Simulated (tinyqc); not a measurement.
Carbon nanotube by zone folding: one step. Geometry. Two cases, with inputs chosen for the exercise.

Question. Form d, theta, dR, t1, t2, N and |T|, and (n - m) mod 3.

Circumference C = n a1 + m a2, a = sqrt3 acc; d = a sqrt(n^2 + nm + m^2)/pi; tan(theta) = sqrt3 m/(2n + m); dR = gcd(2n + m, 2m + n); T = t1 a1 + t2 a2 with t1 = (2m + n)/dR, t2 = -(2n + m)/dR, |T| = sqrt3 pi d/dR; N = 2 (n^2 + nm + m^2)/dR hexagons a cell. On cutting line mu = 0 to N - 1 at x = k|T|/(2 pi) the phases are p1 = 2 pi (-t2 mu + m x)/N, p2 = 2 pi (t1 mu - n x)/N, and E = -/+ t |1 + exp(i p1) + exp(i p2)|.

Give: d; theta; dR, t1, t2, N; |T|; (n - m) mod 3.

Case 1.

Values chosen (out of a larger set: near those used for carbon; not measured data): n = 14 (chiral index); m = 2 (chiral index); acc = 1.44 angstrom (bond length).

Answer.

d = 11.988 angstrom
theta = 6.59 degrees

dR, t1, t2, N: 6  3  -5  76

|T| = 10.872 angstrom
(n - m) mod 3 = 0

A cutting line passes through K: metallic in zone folding; chiral, 152 atoms a cell.

Case 2.

Values chosen (out of a larger set: near those used for carbon; not measured data): n = 18 (chiral index); m = 12 (chiral index); acc = 1.44 angstrom (bond length).

Answer.

d = 20.764 angstrom
theta = 23.41 degrees

dR, t1, t2, N: 6  7  -8  228

|T| = 18.830 angstrom
(n - m) mod 3 = 0

A cutting line passes through K: metallic in zone folding; chiral, 456 atoms a cell.

Computed by tinyqc, one run a case: `OMP_NUM_THREADS=1 python tinyqc.py N N+1 out.jsonl` with N = 1482740, 1482834; one thread of a shared Intel(R) Xeon(R) Processor @ 2.30GHz, about 0.03 s a run at most.
